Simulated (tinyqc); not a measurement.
Worked calculation: tight binding, kagome lattice. One step of it, computed by the program tinyqc.

Task: Bloch Hamiltonian at k. H_AB = -t1 - t2 exp(-i k.a1), H_AC = -t1 - t2 exp(-i k.a2), H_BC = -t1 - t2 exp(i k.(a1 - a2)), H_CC = delta.

Parameters chosen for this model:
```
parameter     value                unit
t1         1.370000    eV, up triangles
t2         1.370000  eV, down triangles
delta             0        eV on site C
```

k point k (fractions of the reciprocal vectors): -0.070000  0.470000

Give: H(k) at k.

Result:

H(k) at k (eV), lower triangle (Hermitian):
```
                 A                B       C
A           0.0000
B  -2.6096+0.5833i           0.0000
C  -0.0243-0.2567i  -0.0430+0.3407i  0.0000
```
